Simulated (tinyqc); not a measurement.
## Reverse leakage of an n+-p junction: diffusion, generation, trap-assisted and band-to-band tunnelling: leakage components against the reverse bias

One-sided abrupt junction in the depletion approximation, x from the junction (0) to W on the p side, field F = F0 (1 - x/W). Flat quasi-Fermi levels, long p side. Traps generate through SRH with both lifetimes shortened by 1 + Gamma (Hurkx enhancement, form for moderate fields); band-to-band generation is local and needs a total bending above Eg.

ni = sqrt(Nc Nv) exp(-Eg/(2 Vt)), Eg in volts; Vbi = Vt ln(Na Nd/ni^2); W = sqrt(2 eps0 eps_r (Vbi + VR)/(q Na)); F0 = 2 (Vbi + VR)/W; FG = sqrt(24 mt m0 (kB T)^3)/(q hbar); J_diff = q ni^2 sqrt(Dn/tau)(1 - exp(-VR/Vt))/Na. u = (Vbi + VR)(1 - x/W)^2, p = Na exp(-u/Vt), n = Nd exp((u - Vbi - VR)/Vt); G0 = ni^2 (1 - exp(-VR/Vt))/(tau (n + p + 2 ni cosh(Et/Vt))); Gamma = 2 sqrt(3 pi)(F/FG) exp((F/FG)^2); trap-assisted part G0 Gamma; G_bb = Ab F^2.5 exp(-Bb/F) with F in V/cm, zero unless Vbi + VR > Eg. Currents are q times the integrals over 0 to W; J_bb under 1e-8 of J is printed as 0; rows with F0/FG above 2.2, beyond the range of this Gamma, are left out.

Parameters, values chosen for the exercise; band and dielectric values close to those of silicon: temperature T = 250 K; band gap Eg = 1.12 eV; relative permittivity eps_r = 11.7; conduction-band density of states at T Nc = 2.15e19 cm^-3; valence-band density of states at T Nv = 1.99e19 cm^-3; acceptor density of the lighter side Na = 5.8e16 cm^-3; donor density of the heavier side Nd = 5e19 cm^-3; SRH lifetime of both carriers at zero field tau = 9e-8 s; trap level above the intrinsic level Et = -0.03 eV; tunnelling mass mt = 0.27 m0; electron diffusion coefficient on the lighter side Dn = 11 cm^2/s; band-to-band prefactor Ab = 5.5e14 cm^-0.5 V^-2.5 s^-1; band-to-band field constant Bb = 1.85e7 V/cm.

Constants: q = 1.602176634e-19 C, kB = 1.380649e-23 J/K, hbar = 1.054571817e-34 J s, m0 = 9.1093837015e-31 kg, Vt = kB T/q, eps0 = 8.8541878128e-14 F/cm where lengths are in cm. Results are converted to the units shown.

The same in every row: J_bb (A/cm^2) = 0.

Results:
```
VR (V),F0 (kV/cm),F0/FG,J_diff (A/cm^2),J_SRH (A/cm^2),J_TAT (A/cm^2),J (A/cm^2),largest part
0.2,147,0.506,3.45e-16,1.20e-10,2.74e-10,3.94e-10,trap-assisted tunnelling
1.8,225,0.770,3.45e-16,5.76e-10,2.32e-9,2.89e-9,trap-assisted tunnelling
2.6,255,0.873,3.45e-16,7.39e-10,3.63e-9,4.37e-9,trap-assisted tunnelling
3.4,281,0.965,3.45e-16,8.81e-10,5.18e-9,6.06e-9,trap-assisted tunnelling
4.2,306,1.05,3.45e-16,1.01e-9,7.01e-9,8.02e-9,trap-assisted tunnelling
5,328,1.13,3.45e-16,1.13e-9,9.19e-9,1.03e-8,trap-assisted tunnelling
5.8,350,1.20,3.45e-16,1.24e-9,1.18e-8,1.30e-8,trap-assisted tunnelling
6.6,370,1.27,3.45e-16,1.34e-9,1.48e-8,1.61e-8,trap-assisted tunnelling
```

Estimate the missing row, VR = 1 V.

Computed row:
```
VR (V),F0 (kV/cm),F0/FG,J_diff (A/cm^2),J_SRH (A/cm^2),J_TAT (A/cm^2),J (A/cm^2),largest part
1,190,0.652,3.45e-16,3.81e-10,1.21e-9,1.59e-9,trap-assisted tunnelling
```

With this row back in the table: J rises from 3.94e-10 to 1.61e-8 A/cm^2. Trap-assisted tunnelling leads at VR = 0.2 and in all other rows. The ratio J_TAT/J_SRH goes from 2.28 to 11.1 as F0/FG goes from 0.506 to 1.27.

Range of the model: The n+ side is degenerate, so Vbi from Boltzmann statistics is only a guide.

Computed by the program tinyqc: `OMP_NUM_THREADS=1 python tinyqc.py 2290087 2290088 out.jsonl`, one thread of a shared Intel Xeon 2.30GHz, about 0.01 s for the whole run.
